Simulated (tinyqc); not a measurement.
From results back to parameters: Slater-Koster d bands of a bcc metal. Two cases, with inputs chosen for the exercise.

Problem. In a bcc d band E(t2g) = +/-((8/3) dds + (16/9) ddp + (32/9) ddd) + f2 (4 ddp + 2 ddd) and E(eg) = +/-((16/3) ddp + (8/3) ddd) + f2 (3 dds + 3 ddd), with + at Gamma and - at H = (1,0,0). ddd is given; the four levels come from hidden dds, ddp and f2.

Find: f2; dds, ddp.

Method. Half differences between Gamma and H give the first-neighbour parts and half sums the second. The eg half difference gives ddp and the t2g one dds. Since 4 ddp + 2 ddd is 3/4 of (16/3) ddp + (8/3) ddd, f2 is 4/3 of the ratio of the t2g half sum to the eg half difference; the eg half sum then serves as a check. Without ddd these four levels would not fix the three integrals.

Case 1.

Values chosen (out of a larger set: of the size met in Nb; not measured data): ddd = -0.246 eV (dd delta).

levels (eV): t2g Gamma -1.32728, eg Gamma 1.68678, t2g H 4.50560, eg H -6.62256

Solution.

f2 = 0.510

dds, ddp (eV): -1.367  0.902

Case 2.

Values chosen (out of a larger set: of the size met in Fe; not measured data): ddd = -0.058 eV (dd delta).

levels (eV): t2g Gamma -0.93038, eg Gamma 0.52727, t2g H 2.15762, eg H -2.83273

Solution.

f2 = 0.487

dds, ddp (eV): -0.731  0.344

Computed by tinyqc, one run a case: `OMP_NUM_THREADS=1 python tinyqc.py N N+1 out.jsonl` with N = 1482886, 1482897; one thread of a shared Intel(R) Xeon(R) Processor @ 2.30GHz, about 0.03 s a run at most.
